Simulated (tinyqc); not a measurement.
LDA (VWN5) atom on a uniform radial grid, spin-unpolarised, for B, step by step. Computed by tinyqc, a small Python program that keeps every step. Settings: Z = 5, points = 256, R = 7.6, functional = lda,vwn, mixing = 0.4, iteration cap = 73. Command: `OMP_NUM_THREADS=1 python tinyqc.py 27796 27797 out.jsonl` (the two numbers bound the seeds that draw the settings). One thread of a shared host (Intel(R) Xeon(R) Processor @ 2.60GHz), about 0.9 s of CPU time with the checks. Later iterations appear only in the table of the cycle.

## Iteration 1

Spherical atom on a uniform radial grid r_j = j h with h = R/(N + 1), h sum u^2 = 1 and integrals as h times sums, u(0) = u(R) = 0 (atomic units):
```
parameter           value
Z                       5
points N              256
R                7.600000
h                0.029572
mixing           0.400000
electrons in 1s         2
electrons in 2s         2
electrons in 2p         1
```

Three-point differences turn -u''/2 + [l(l+1)/2r^2 - Z/r + V] u = e u into a tridiagonal matrix (diagonal 1/h^2 + potential, off-diagonal -1/2h^2). D = sum f u^2; the Hartree potential y/r solves y'' = -D/r with y(0) = 0, y(R) = N_e; v_xc comes from rho = D/(4 pi r^2); E = sum f e - int D V + int D (V_H/2 + eps_xc); V(new) = V + mixing (V_H + v_xc - V).

eigenvalues (hartree): 1s -12.432416, 2s -3.120742, 2p -3.126428

Every 16th grid point:
```
r             V in     u(1s)      u(2s)     u(2p)         D       V_H       v_xc
0.473152  0.000000  0.996343  -0.206411  0.783635  2.684692  7.190154  -1.049041
0.946304  0.000000  0.188673  -0.958036  0.959192  2.826909  4.710873  -0.689587
1.419455  0.000000  0.026796  -0.823302  0.660768  1.793703  3.428369  -0.465586
1.892607  0.000000  0.003383  -0.493142  0.359733  0.615808  2.627903  -0.281548
2.365759  0.000000  0.000400  -0.249053  0.172149  0.153690  2.111573  -0.161967
2.838911  0.000000  0.000045  -0.113746  0.075928  0.031641  1.760991  -0.090592
3.312062  0.000000  0.000005  -0.048603  0.031656  0.005727  1.509603  -0.049563
3.785214  0.000000  5.44e-07  -0.019807  0.012665  0.000945  1.320926  -0.026524
4.258366  0.000000  5.79e-08  -0.007790  0.004910  0.000145  1.174159  -0.013878
4.731518  0.000000  6.09e-09  -0.002981  0.001857  0.000021  1.056743  -0.007107
5.204669  0.000000  6.35e-10  -0.001115  0.000688  2.96e-06  0.960676  -0.003573
5.677821  0.000000  6.56e-11  -0.000410  0.000251  3.99e-07  0.880620  -0.001769
6.150973  0.000000         0  -0.000148  0.000090  5.20e-08  0.812880  -0.000864
6.624125  0.000000         0  -0.000052  0.000032  6.48e-09  0.754817  -0.000416
7.097276  0.000000         0  -0.000017  0.000010  6.61e-10  0.704496  -0.000187
7.570428  0.000000         0  -8.08e-07  4.85e-07         0  0.660465  -0.000024
```

total energy = -22.33487997 hartree

## Iteration 2

As before.

eigenvalues (hartree): 1s -9.420286, 2s -1.703494, 2p -1.542690

Every 16th grid point:
```
r             V in     u(1s)      u(2s)     u(2p)         D       V_H       v_xc
0.473152  2.456446  1.028697  -0.096141  0.576226  2.466957  6.673031  -1.021356
0.946304  1.608514  0.229364  -0.801261  0.861790  2.131937  4.421399  -0.631504
1.419455  1.185113  0.040011  -0.848000  0.759473  2.018210  3.316055  -0.482837
1.892607  0.938542  0.006347  -0.632575  0.541554  1.093663  2.594441  -0.335322
2.365759  0.779843  0.000957  -0.402814  0.344245  0.443025  2.103023  -0.222656
2.838911  0.668159  0.000140  -0.234251  0.203644  0.151218  1.758999  -0.144512
3.312062  0.584016  0.000020  -0.128474  0.114726  0.046173  1.509165  -0.092494
3.785214  0.517761  2.82e-06  -0.067647  0.062401  0.013046  1.320833  -0.058554
4.258366  0.464112  3.93e-07  -0.034569  0.033055  0.003483  1.174140  -0.036679
4.731518  0.419854  5.42e-08  -0.017264  0.017151  0.000890  1.056740  -0.022728
5.204669  0.382841  7.43e-09  -0.008465  0.008749  0.000220  0.960675  -0.013928
5.677821  0.351540  1.01e-09  -0.004085  0.004395  0.000053  0.880619  -0.008440
6.150973  0.324806  1.38e-10  -0.001935  0.002166  0.000012  0.812880  -0.005046
6.624125  0.301760  1.86e-11  -0.000883  0.001025  2.61e-06  0.754817  -0.002938
7.097276  0.281723         0  -0.000347  0.000414  4.12e-07  0.704496  -0.001546
7.570428  0.264176         0  -0.000018  0.000022  1.16e-09  0.660465  -0.000216
```

total energy = -23.58467117 hartree

## Iteration 3

As before.

eigenvalues (hartree): 1s -7.885784, 2s -1.008160, 2p -0.799256

Every 16th grid point:
```
r             V in     u(1s)      u(2s)     u(2p)         D       V_H       v_xc
0.473152  3.734537  1.043923  -0.046012  0.440105  2.377475  6.314104  -1.009499
0.946304  2.481067  0.253159  -0.682121  0.736658  1.601422  4.182161  -0.577742
1.419455  1.844355  0.049195  -0.812316  0.749139  1.885764  3.192378  -0.472829
1.892607  1.466773  0.008813  -0.687554  0.627479  1.339347  2.542738  -0.356731
2.365759  1.220052  0.001515  -0.501791  0.473993  0.728261  2.084045  -0.258746
2.838911  1.046691  0.000254  -0.337043  0.335850  0.339991  1.752574  -0.184232
3.312062  0.917078  0.000042  -0.214784  0.227936  0.144219  1.507100  -0.129934
3.785214  0.815568  0.000007  -0.132046  0.150029  0.057381  1.320193  -0.091131
4.258366  0.733452  1.10e-06  -0.079103  0.096516  0.021830  1.173947  -0.063655
4.731518  0.665517  1.77e-07  -0.046461  0.060971  0.008035  1.056683  -0.044286
5.204669  0.608404  2.82e-08  -0.026848  0.037899  0.002878  0.960659  -0.030661
5.677821  0.559796  4.49e-09  -0.015265  0.023141  0.001002  0.880615  -0.021072
6.150973  0.518017  7.12e-10  -0.008478  0.013737  0.000332  0.812879  -0.014275
6.624125  0.481808  1.12e-10  -0.004461  0.007650  0.000098  0.754817  -0.009320
7.097276  0.450214  1.74e-11  -0.001948  0.003476  0.000020  0.704496  -0.005365
7.570428  0.422605         0  -0.000108  0.000195  6.11e-08  0.660465  -0.000795
```

total energy = -24.03275551 hartree

## Convergence

Stop when input and output potentials agree to 1e-7.

Course of the cycle (hartree):
```
iteration             E       e(1s)      e(2s)      e(2p)  largest |V(out) - V(in)|
1          -22.33487997  -12.432416  -3.120742  -3.126428                  9.55e+00
2          -23.58467117   -9.420286  -1.703494  -1.542690                  4.82e+00
3          -24.03275551   -7.885784  -1.008160  -0.799256                  2.33e+00
4          -24.16844077   -7.137384  -0.668130  -0.452331                  1.07e+00
5          -24.20184927   -6.789258  -0.502935  -0.289802                  4.82e-01
6          -24.20858851   -6.633014  -0.422714  -0.212403                  2.15e-01
7          -24.20978427   -6.563556  -0.383111  -0.174446                  9.83e-02
8          -24.20998912   -6.532143  -0.362949  -0.155129                  4.66e-02
9          -24.21002655   -6.517423  -0.352315  -0.144922                  2.31e-02
10         -24.21003459   -6.510213  -0.346520  -0.139349                  1.20e-02
11         -24.21003672   -6.506520  -0.343280  -0.136227                  6.44e-03
...                 ...         ...        ...        ...                       ...
22         -24.21003774   -6.502028  -0.338868  -0.131970                  1.67e-05
23         -24.21003774   -6.502023  -0.338863  -0.131965                  9.91e-06
24         -24.21003774   -6.502020  -0.338860  -0.131962                  5.89e-06
25         -24.21003774   -6.502018  -0.338858  -0.131960                  3.50e-06
26         -24.21003774   -6.502017  -0.338857  -0.131959                  2.08e-06
27         -24.21003774   -6.502016  -0.338856  -0.131958                  1.24e-06
28         -24.21003774   -6.502016  -0.338856  -0.131958                  7.38e-07
29         -24.21003774   -6.502016  -0.338856  -0.131958                  4.39e-07
30         -24.21003774   -6.502015  -0.338856  -0.131958                  2.62e-07
31         -24.21003774   -6.502015  -0.338856  -0.131957                  1.56e-07
32         -24.21003774   -6.502015  -0.338856  -0.131957                  9.27e-08
```

Converged in 32 iterations. A uniform grid resolves the cusp poorly: for a bare nucleus this grid gives 1s at -12.43242 against -Z^2/2 = -12.5 hartree. Before convergence this energy mixes input and output and is not variational, so it may rise towards its limit.
